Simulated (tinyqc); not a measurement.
Schottky diode by thermionic emission with image-force lowering and series resistance: two steps of the calculation.

Metal on an n-type semiconductor with one parabolic valley; V > 0 is forward bias (metal positive). I = I0 [exp(Vj/(n Vt)) - 1] with Vj = V - I Rs; I0 = S A* T^2 exp(-(phi - dphi)/Vt), the lowering dphi taken at zero bias.

Values chosen for this exercise; band and dielectric values those of a made-up semiconductor:
```
symbol    value   unit                             meaning
T           400      K                         temperature
me        0.179     m0                       electron mass
eps_r      9.29                      relative permittivity
phi        0.88     eV  barrier height seen from the metal
Nd       3.8e15  cm^-3                       donor density
S       0.00011   cm^2                                area
n          1.11                            ideality factor
Rs           17    ohm                   series resistance
V          1.23      V                        applied bias
```

Constants: q = 1.602176634e-19 C, kB = 1.380649e-23 J/K, h = 6.62607015e-34 J s, m0 = 9.1093837015e-31 kg, Vt = kB T/q, eps0 = 8.8541878128e-14 F/cm where lengths are in cm. Results are converted to the units shown.

Problem 1. Saturation current. A* = 4 pi q me m0 kB^2/h^3 (times 1e-4 for A/(cm^2 K^2)); Nc = 2 (2 pi me m0 kB T/h^2)^1.5 (times 1e-6 for cm^-3); xi = Vt ln(Nc/Nd), Vbi = phi - xi; surface field Em = sqrt(2 q Nd (Vbi - V - Vt)/(eps0 eps_r)); dphi = sqrt(q Em/(4 pi eps0 eps_r)). Here V = 0 in Em.

Wanted: A*; Nc; Vbi; Em; dphi; I0.

Solution 1.

A* = 21.511 A/(cm^2 K^2)
Nc = 2.9259e18 cm^-3
Vbi = 0.65090 V
Em = 30.208 kV/cm
dphi = 21.639 meV
I0 = 5.7982e-9 A

The lowering raises I0 by a factor of 1.87.

Problem 2. Junction voltage. Newton step for g(Vj) = Vj + Rs I0 [exp(Vj/(n Vt)) - 1] - V = 0: Vj(new) = Vj - g/g', g' = 1 + Rs I0 exp(Vj/(n Vt))/(n Vt).

I0 = 5.7982398e-9 A
Vj after iteration 1 = 1.1917390 V

Find: Vj after iteration 2.

Solution 2.

Vj after iteration 2 = 1.153 V

tinyqc, about 0.01 s, one thread, Intel Xeon 2.30GHz (shared host): `OMP_NUM_THREADS=1 python tinyqc.py 2640089 2640090 out.jsonl`
